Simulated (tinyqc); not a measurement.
# Changing the misalignment of the mask

Model: anisotropic wet etching of Si(100): plane rates, V-grooves, membranes and undercut. Computed by tinyqc, a small Python program. Command: `OMP_NUM_THREADS=1 python tinyqc.py 3012256 3012257 out.jsonl wetetch sweep`. One thread of a shared host (Intel(R) Xeon(R) Processor @ 2.30GHz), about 0.01 s of CPU time with the checks.

A long slot opens the mask on a (100) wafer. The floor etches at R100; (111) walls stand at theta = arctan(sqrt2) = 54.7356 degrees to the surface and recede at R111 along their normal.

Inputs (values chosen for the exercise, close to those used for tetramethylammonium hydroxide solutions):

| quantity | value | unit |
|---|---|---|
| prefactor k0 of the (100) rate | 6.3e+08 | um/min |
| activation energy of (100), E | 0.617 | eV |
| ratio (100)/(111) at 80 C | 26 | - |
| extra energy of (111), dE | 0.12 | eV |
| ratio (100)/oxide at 80 C | 3100 | - |
| extra energy of the oxide, dE_ox | 0.27 | eV |
| corner undercut rate over (100) rate, c | 3.4 | - |
| bath temperature T | 65 | C |
| width w (mask opening along <110>, or membrane width in the design step) | 3.2 | um |
| etch time t | 270 | min |
| wafer thickness d | 300 | um |
| membrane thickness wanted | 7.8 | um |

Constants: k_B = 8.617333262e-05 eV/K.

Method:
- R100 = k0 exp(-E/(k_B T)); a ratio given at 80 C scales as exp[(extra energy/k_B)(1/T - 1/353.15 K)]; R111 and R_ox follow by division.
- Temperatures in kelvin are T(C) + 273.15.
- A misaligned edge exposes ledges and adds R100 sin(misalignment) to the lateral rate (a simple estimate): u = R111/sin(theta) + R100 sin(misalignment). Top width W = w + 2 u t; floor width b = W - 2 z/tan(theta) = W - sqrt2 z. The floor lasts until b = 0, at t_V = w/(sqrt2 R100 - 2u); depth z = R100 t before t_V and W/sqrt2 after.
- Etch depth d - membrane, time = depth/R100; for a membrane as wide as w the opening must be w + sqrt2 depth - 2 u time; oxide mask consumed R_ox x time; a 1 K error changes the depth by the fraction E/(k_B T^2); a convex mask corner, such as that of a mesa, would retreat by c x depth.

One run for each value:

| misalignment of the mask (degrees) | lateral rate u (um/min) | top width W (um) | opening needed (um) |
|---|---|---|---|
| 0.0 | 0.01587 | 11.77 | 393.3 |
| 0.1 | 0.01657 | 12.15 | 392.3 |
| 0.2 | 0.01728 | 12.53 | 391.3 |
| 0.5 | 0.01938 | 13.66 | 388.2 |
| 1.0 | 0.02288 | 15.56 | 383.1 |
| 1.5 | 0.02638 | 17.45 | 378.0 |
| 2.0 | 0.02988 | 19.34 | 372.9 |
| 3.0 | 0.03688 | 23.12 | 362.7 |
| 5.0 | 0.05086 | 30.66 | 342.4 |

Describe and explain the trends.

Over the rows, lateral rate u (um/min) rises from 0.0159 to 0.0509; top width W (um) rises from 11.8 to 30.7; opening needed (um) falls from 393 to 342. Misalignment matters once sin(angle) reaches R111/(R100 sin theta), so a high anisotropy demands tight alignment.

Caution (all rows): the remaining silicon is too narrow for its thickness to act as a membrane. Caution (all rows): rates also depend on concentration, doping, additives and stirring, all held fixed here.
